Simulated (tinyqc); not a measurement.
Trap density and cross-section from the conductance peak.

Inverse problem. For a continuum of interface traps on an n-type substrate Gp/w peaks at 2 pi f tau = 1.9803 with the height 0.40237 q Dit, and tau = 1/(sn vth Nd exp(psi/Vt)) with psi = ps. Find Dit, tau and sn.

Inputs (values chosen for the exercise):
- T = 300 K (temperature)
- Nd = 3.9e15 cm^-3 (donor density)
- ps = -0.164 V (band bending psi)
- vth = 1.9e7 cm/s (thermal velocity)

Constants: q = 1.602176634e-19 C, kB = 1.380649e-23 J/K, Vt = kB T/q. Results are converted to the units shown.

peak Gp/w = 116.04021 nF/cm^2
frequency of the peak = 656.76586 Hz

Answer. The height gives Dit, the position tau, and tau with the surface density gives sn.

Dit = 1.80e12 cm^-2 eV^-1
tau = 4.80e-4 s
sn = 1.60e-17 cm^2

Numbers from tinyqc (`OMP_NUM_THREADS=1 python tinyqc.py 2030126 2030127 out.jsonl`; about 0.01 s on one thread of a shared Intel Xeon 2.30GHz).
